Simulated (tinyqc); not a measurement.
# Resistance of a source-drain extension with a graded tip: two studies

y runs along the channel, the gate covers y > 0. The doping is N0 for y < y0 and N0 10^(-(y - y0)/la) beyond, uniform over the depth xj. Sheet conductance s(y) = q mu(N) max(N - Nch, 0) xj + (for y > 0) ma Cox Vo, with mu(N) = u0 + (u1 - u0)/(1 + (N/Nr)^au) and Cox = eps0 eox/tox. Current is taken as one-dimensional; depletion of the tip, spreading and the contact are left out. The metallurgical junction lies at yj, where N = Nch.

Inputs (values chosen for the exercise); mobility law close to that of electrons in silicon: relative permittivity of the gate insulator (close to silicon nitride) eox = 7.71; insulator thickness tox = 3.2 nm; active doping of the extension far from the gate N0 = 1.3e20 cm^-3; lateral abruptness la = 4 nm/decade; position under the gate where the fall begins (gate edge at 0) y0 = 2.2 nm; depth of the extension xj = 16 nm; channel doping Nch = 7.2e17 cm^-3; spacer length Ls = 10 nm; gate overdrive Vo = 0.72 V; mobility of the gate-induced layer ma = 150 cm^2/(V s); mobility at low doping u1 = 1414 cm^2/(V s); mobility at high doping u0 = 68.5 cm^2/(V s); reference doping Nr = 9.2e16 cm^-3; exponent au = 0.711; gate length Lg = 30 nm.

Constants: q = 1.602176634e-19 C, eps0 = 8.8541878128e-14 F/cm where lengths are in cm. Results are converted to the units shown.

Each table varies one quantity; the others keep the values above.

## Abruptness at a fixed junction position

R_spacer = integral of dy/s from -Ls to 0, R_ov from 0 to yj, R_channel = (Lg - 2 yj)/(ma Cox Vo), R_total = 2 R_spacer + 2 R_ov + R_channel. Electrical length L_eff = ma Cox dR_total/d(1/Vo); R_series = R_total - L_eff/(ma Cox Vo). y0 is moved with la so that yj stays at 11.226 nm.

The same in every row: yj (nm) = 11.23; R_channel (ohm um) = 32.76.

Abruptness at a fixed junction position:
```
la (nm/decade)	R_spacer (ohm um)	R_ov (ohm um)	R_total (ohm um)	L_eff (nm)	R_series (ohm um)
1	3.960	7.991	56.66	9.067	17.30
2.1	3.960	12.30	65.28	10.57	19.41
3.1	3.960	16.22	73.11	11.93	21.33
4.2	3.960	20.53	81.73	13.43	23.44
5.3	4.007	24.79	90.36	14.93	25.58
6.4	4.951	28.38	99.42	16.34	28.49
7.4	6.946	30.92	108.5	17.50	32.54
8.5	10.39	33.09	119.7	18.60	38.99
```

As la goes from 1 to 8.5 nm/decade, R_total rises from 56.7 to 120 ohm um, R_spacer rises from 3.96 to 10.4 ohm um and R_ov rises from 7.99 to 33.1 ohm um. R_total changes on average by 8.41 ohm um for each nm/decade. L_eff exceeds the metallurgical length by 1.52 nm in the first row and 11.1 nm in the last, since the gate also controls the lightly doped tips.

## Effect of the gate overdrive

Same model as above.

The same in every row: yj (nm) = 11.23; R_spacer (ohm um) = 3.960.

Effect of the gate overdrive:
```
Vo (V)	R_ov (ohm um)	R_channel (ohm um)	R_total (ohm um)	L_eff (nm)	R_series (ohm um)
0.15	45.79	157.2	256.7	9.548	57.81
0.3	32.58	78.62	151.7	10.84	38.74
0.45	26.09	52.41	112.5	11.82	30.39
0.6	22.05	39.31	91.34	12.62	25.63
0.75	19.25	31.45	77.87	13.28	22.52
0.9	17.16	26.21	68.45	13.86	20.33
1.05	15.54	22.46	61.45	14.36	18.70
1.2	14.23	19.65	56.03	14.82	17.44
```

As Vo goes from 0.15 to 1.2, R_total falls from 257 to 56.0 ohm um, L_eff rises from 9.55 to 14.8 nm and R_series falls from 57.8 to 17.4 ohm um. Both extracted quantities depend on the overdrive at which they are taken.

tinyqc, about 0.03 s, one thread, Intel Xeon 2.30GHz (shared host): `OMP_NUM_THREADS=1 python tinyqc.py 2282099 2282100 out.jsonl`
